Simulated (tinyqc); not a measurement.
What moves the results: Bethe-Salpeter matrix of a two-band chain (Tamm-Dancoff form). A value that a table varies takes the place of the one given here.

One valence and one conduction band, lattice period 1, mesh k = 2 pi j/N. Pair energies D(k) = Eg + 2 t sum(1 - cos k), t = tc + tv. Screened attraction W(R) = U at R = 0 and V/|R| otherwise, R over the N cells with the nearest image; W(q) = sum_R W(R) cos(q R). H(k, k') = D(k) delta - W(k - k')/Nk + 2 J/Nk for singlets (J = 0 for triplets), Nk the number of k points. With a constant transition dipole the strength of a state is f = (sum_k A_k)^2/Nk, and the f sum to 1.

Parameters, chosen for this exercise:
```
symbol  value                            unit  meaning
Eg      4.7                              eV    quasiparticle gap
tc      0.89                             eV    conduction hopping
tv      0.3                              eV    valence hopping
U       1.57                             eV    attraction in the same cell
V       0.93                             eV    attraction at one cell distance
J       0.47                             eV    exchange in the same cell
fs      (0.2, 0.4, 0.7, 1, 1.4, 2, 2.6)        scale factors of U and V
```

## Convergence with the k mesh

Lowest triplet and singlet, and f of the singlet, against N.

Results:
```
N,Eg - E triplet (eV),Eg - E singlet (eV),f singlet
4,1.0397,0.7476,0.2449
6,0.9270,0.6540,0.2106
8,0.8893,0.6054,0.2134
12,0.8765,0.5766,0.2297
20,0.8757,0.5729,0.2349
40,0.8757,0.5729,0.2350
100,0.8757,0.5729,0.2350
```

What does this show, and why?

The coarsest mesh misjudges the singlet binding by +0.1748 eV against the finest: a mesh of N points along an axis repeats the pair every N cells. The triplet is within 1 meV of the last row from N = 12 on. The singlet is within 1 meV of the last row from N = 20 on. The more tightly bound triplet is the smaller object in R, so it needs no more points than the singlet.

## Strength of the attraction

Triplets, N = 100; U and V scaled together, as weaker screening would do. f is the weight at R = 0. For V = 0 the infinite chain has binding sqrt(4 t^2 + U^2) - 2t and f = U/sqrt(4 t^2 + U^2), t = tc + tv.

Results:
```
scale,U/t,binding (eV),f,Eg - second level (eV),contact formula (eV)
0.20,0.26,0.1020,0.175,0.0070,0.0206
0.40,0.53,0.2642,0.259,0.0289,0.0815
0.70,0.92,0.5537,0.348,0.0874,0.2415
1.0,1.32,0.8757,0.417,0.1752,0.4712
1.4,1.85,1.3381,0.493,0.3329,0.8597
2.0,2.64,2.0799,0.583,0.6406,1.5601
2.6,3.43,2.8625,0.654,1.0128,2.3452
```

What does this show?

The binding grows with exponent 1.37 between scales 0.2 and 0.4 and 1.22 over the last two rows (below 2 for a wide pair in a chain, where 1/|R| brings logarithms, 1 for a pair held in one cell). f rises from 0.175 to 0.654. On this mesh a second level lies below the gap from scale 0.2 on; in an infinite lattice the tail V/|R| binds a whole series at any scale. The tail V/|R| adds 0.517 eV to the contact value in the last row and 0.081 eV in the first.

## Exciton band

Triplets, solved in the electron-hole distance R on a ring of 60 cells, total momentum Q: D = Eg + 2 tc (1 - cos(k + Q/2)) + 2 tv (1 - cos(k - Q/2)), so the hopping in R has size |t(Q)| = sqrt(tc^2 + tv^2 + 2 tc tv cos Q) and the continuum starts at Eg + 2 (tc + tv) - 2 |t(Q)|.

Results:
```
Q/pi,|t(Q)| (eV),continuum edge (eV),exciton (eV),binding (eV),weight at R = 0
0.000,1.1900,4.7000,3.8243,0.8757,0.417
0.167,1.1596,4.7609,3.8790,0.8819,0.423
0.333,1.0720,4.9361,4.0355,0.9006,0.440
0.500,0.9392,5.2016,4.2695,0.9321,0.469
0.667,0.7843,5.5114,4.5366,0.9748,0.512
0.833,0.6478,5.7844,4.7644,1.0200,0.560
1.000,0.5900,5.9000,4.8581,1.0419,0.585
```

What does this show, and why?

The exciton band is 1.0338 eV wide, against 1.2000 eV for the edge of the continuum: binding narrows it, since electron and hole must hop together. The binding grows from 0.876 to 1.042 eV as |t(Q)| falls. Between the first two rows the exciton rises 0.90 times as much as the edge, so it is heavier than the free pair.

## What each parameter does

N = 100: lowest singlet, its binding and f, and the singlet-triplet splitting. Each row changes one parameter from the base and keeps the others.

Results:
```
case,singlet (eV),binding (eV),f,splitting (eV)
base,4.1271,0.5729,0.235,0.3029
Eg = 4.9 eV,4.3271,0.5729,0.235,0.3029
tc = 1.16 eV,4.1517,0.5483,0.223,0.2788
tv = 0.18 eV,4.1147,0.5853,0.241,0.3158
U = 1.26 eV,4.1926,0.5074,0.189,0.2490
V = 1.03 eV,4.0682,0.6318,0.230,0.2939
J = 0.7 eV,4.2194,0.4806,0.169,0.3951
```

How do the results move?

The largest shifts from the base row, up to three for each result and ties (the steps differ in size, so this ranks the rows, not the parameters). singlet (eV): Eg +0.2000, J +0.0922, U +0.0654. binding (eV): J -0.0922, U -0.0654, V +0.0589; unchanged at the printed digits by Eg. f: J -0.066, U -0.046, tc -0.012; unchanged at the printed digits by Eg. splitting (eV): J +0.0922, U -0.0538, tc -0.0241; unchanged at the printed digits by Eg. At zero total momentum only the sum tc + tv enters.

Run: tinyqc, `OMP_NUM_THREADS=1 python tinyqc.py 1281268 1281269 out.jsonl`; Intel(R) Xeon(R) Processor @ 2.30GHz, one thread, shared host; about 0.1 s of CPU time with all checks.
